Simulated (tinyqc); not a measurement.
# Polarisation charge from two barrier thicknesses

Inverse problem. VT = phiB - dEc - q sigma d/(eps0 eps_r). Find sigma, phiB - dEc and the thickness at which VT = 0.

Values chosen for this exercise:
```
symbol  value  unit                                       meaning
eps_r     9.4        relative permittivity of barrier and channel
```

Constants: q = 1.602176634e-19 C, eps0 = 8.8541878128e-14 F/cm where lengths are in cm. Results are converted to the units shown.

VT for d = 15 and 25 nm (V): -1.7506313  -3.4759056

Answer. VT is linear in d.

sigma = 8.96e12 cm^-2
phiB - dEc = 0.837 V
thickness for VT = 0 = 4.85 nm

Computed by the program tinyqc: `OMP_NUM_THREADS=1 python tinyqc.py 2570027 2570028 out.jsonl`, one thread of a shared Intel Xeon 2.30GHz, about 0.02 s for the whole run.
